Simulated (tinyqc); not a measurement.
Plane-wave Kohn-Sham cycle with exchange-only LDA in a layered model solid, step by step. One step of it, computed by the program tinyqc.

Task: Iteration 2: levels at that k. Diagonalise the Hermitian matrix.

H (hartree):
```
           -2         -1         +0         +1         +2
-2   0.109541  -0.179098  -0.041020  -0.000334   0.000126
-1  -0.179098  -0.124696  -0.179098  -0.041020  -0.000334
+0  -0.041020  -0.179098  -0.202776  -0.179098  -0.041020
+1  -0.000334  -0.041020  -0.179098  -0.124696  -0.179098
+2   0.000126  -0.000334  -0.041020  -0.179098   0.109541
```

Give: eigenvalues.

Result:

eigenvalues (hartree): -0.4850  -0.1903  0.0150  0.2112  0.2160
